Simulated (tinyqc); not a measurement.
# On-chip interconnect, size-dependent resistivity and RC delay: effects of single changes

A rectangular line between two neighbours and two ground planes. Surface and grain-boundary scattering are added to the bulk resistivity as corrections; capacitances are parallel-plate values without fringing; inductance is ignored.

Parameters, values chosen for the exercise; metal values close to those of copper: bulk resistivity rho0 = 1.69 uohm cm; bulk mean free path lam = 39.6 nm; specular share of surface scattering ps = 0; reflection coefficient of grain boundaries Rg = 0.18; grain size over the metal width gr = 0.7; drawn line width wd = 14 nm; aspect ratio, height over width AR = 2.3; liner on both walls and the bottom, not conducting tl = 1.8 nm; space to the neighbouring lines sp = 14 nm; dielectric height to the planes above and below hd = 15 nm; relative permittivity of the dielectric ek = 2.7; Miller factor of the neighbours Mf = 1; line length Lw = 47 um; driver resistance Rd = 1000 ohm; load capacitance Cl = 2.3 fF; bulk resistivity of the second metal (close to cobalt) rho2 = 6.35 uohm cm; mean free path of the second metal lam2 = 12 nm; liner of the second metal tl2 = 0.4 nm.

Constants: eps0 = 8.8541878128e-12 F/m. Results are converted to the units shown.

Each table varies one quantity; the others keep the values above.

## Delay against the space to the neighbouring lines

Metal width x = wd - 2 tl, height y = AR wd - tl; grain boundaries (Mayadas-Shatzkes): al = (lam/(gr x)) Rg/(1 - Rg), g = 1/[1 - 3 al/2 + 3 al^2 - 3 al^3 ln(1 + 1/al)] - 1; surfaces (Fuchs-Sondheimer, thick limit): s = (3/8) lam (1 - ps)(1/x + 1/y); rho = rho0 (1 + g + s); r = rho/(x y); c = eps0 ek (2 wd/hd + 2 Mf AR wd/sp). Elmore delay tE = Rd (c Lw + Cl) + r Lw (c Lw/2 + Cl); t50 is the time at which the far end of a ladder of 30 pi sections (half capacitances at both ends, Cl at the far end, a step applied through Rd) reaches half the step; line share r Lw/(Rd + r Lw); estimate 0.69 Rd (c Lw + Cl) + 0.38 r c Lw^2 + 0.69 r Lw Cl.

The same in every row: rho (uohm cm) = 7.699; r (ohm/um) = 243.5; line share of the resistance (%) = 91.96.

Delay against the space to the neighbouring lines:
```
sp (nm)  c (fF/um)  tE (ps)  t50 (ps)  estimate (ps)
7           0.2646    112.2     84.36          82.41
9.7         0.2033    92.87     69.63          67.91
14          0.1546    77.47     57.85          56.36
19          0.1257    68.32     50.83          49.51
26          0.1038    61.43     45.52          44.34
36         0.08739    56.23     41.50          40.45
50         0.07542    52.45     38.56          37.61
70         0.06662    49.67     36.40          35.53
```

Read the table: what changes, and by how much?

As sp goes from 7 to 70, r stays at 244 ohm/um, c falls from 0.265 to 0.0666 fF/um and t50 falls from 84.4 to 36.4 ps. t50/tE lies between 0.733 and 0.752, and the estimate is within 2.6 % of t50.

## Two metals against line width

Metal width x = wd - 2 tl, height y = AR wd - tl; grain boundaries (Mayadas-Shatzkes): al = (lam/(gr x)) Rg/(1 - Rg), g = 1/[1 - 3 al/2 + 3 al^2 - 3 al^3 ln(1 + 1/al)] - 1; surfaces (Fuchs-Sondheimer, thick limit): s = (3/8) lam (1 - ps)(1/x + 1/y); rho = rho0 (1 + g + s); r = rho/(x y). The second metal has rho2, lam2 and tl2 in place of rho0, lam and tl; ps, Rg, gr and AR are shared.

Results:
```
wd (nm)  rho, first (uohm cm)  rho, second (uohm cm)  r, first (ohm/um)  r, second (ohm/um)  ratio second/first
6.5                    22.002                 19.160             5769.5              2310.2             0.40042
8                      15.360                 16.551             2103.0              1277.1             0.60728
13                     8.3113                 12.441             314.65              345.67              1.0986
17                     6.3972                 10.961             127.99              174.83              1.3660
22                     5.1543                 9.8893             57.402              92.923              1.6188
30                     4.1298                 8.9315             23.278              44.588              1.9154
45                     3.2629                 8.0639             7.7497              17.696              2.2834
70                     2.6799                 7.4493             2.5352              6.7029              2.6440
120                    2.2595                 6.9905            0.70795              2.1279              3.0057
```

Estimate the missing row, wd = 10 nm.

Computed row:
```
wd (nm)  rho, first (uohm cm)  rho, second (uohm cm)  r, first (ohm/um)  r, second (ohm/um)  ratio second/first
10                     11.256                 14.379             829.63              691.57             0.83359
```

With this row back in the table: The resistivity of the first metal falls from 22.0 to 2.26 uohm cm and that of the second goes from 19.2 to 6.99 uohm cm as the line widens. The products rho0 lam, which set the size effect, are 66.9 and 76.2 uohm cm nm. The two resistances cross at wd = 11.8 nm: below it the second metal gives the lower line resistance. For widths well under the mean free path the thick-limit surface term is only a guide.

Range of the model: The metal width is under the mean free path, where the thick-limit surface term and the simple sum of corrections lose accuracy.

Numbers from tinyqc (`OMP_NUM_THREADS=1 python tinyqc.py 2100011 2100012 out.jsonl`; about 0.01 s on one thread of a shared Intel Xeon 2.30GHz).
